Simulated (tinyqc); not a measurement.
Tersoff bond-order potential: one step, computed by the program tinyqc.

E = (1/2) sum_(i, j != i) [A exp(-lambda r_ij) - b_ij B exp(-mu r_ij)], b_ij = (1 + (beta zeta_ij)^n)^(-1/(2n)), zeta_ij = sum_(k != i, j) g(theta_ijk), g = 1 + c^2/d^2 - c^2/(d^2 + (h - cos theta)^2), with theta at atom i. Only nearest neighbours count (cut-off function 1 for them, 0 beyond).

Question. An open trimer. Atom 1 binds atoms 2 and 3, which do not interact. b_12 = b_13 follow from zeta = g(theta); b_21 = b_31 = 1. E = sum over the two bonds of A exp(-lambda r) - (b + 1)/2 B exp(-mu r).

Inputs (values chosen for the exercise, modelled on silicon): A = 1832.4 eV; B = 462.17 eV; lambda = 2.4799 1/angstrom; mu = 1.7322 1/angstrom; beta = 1.13e-06; n = 0.7779; c = 98710; d = 16.01; h = -0.5854; bond length r_12 = 2.42 angstrom; bond length r_13 = 2.49 angstrom; angle theta at atom 1 = 110 degrees.

Give: g(theta); bond order b_12; repulsive terms; attractive terms B exp(-mu r); energy of the trimer.

Answer.

g(theta) = 8784

bond order b_12 = 0.9826

repulsive terms (eV): [4.536, 3.813]

attractive terms B exp(-mu r) (eV): [6.987, 6.189]

energy of the trimer = -4.712 eV

g is least (g = 1) at cos theta = h, 125.8 degrees, wider than the tetrahedral 109.47.
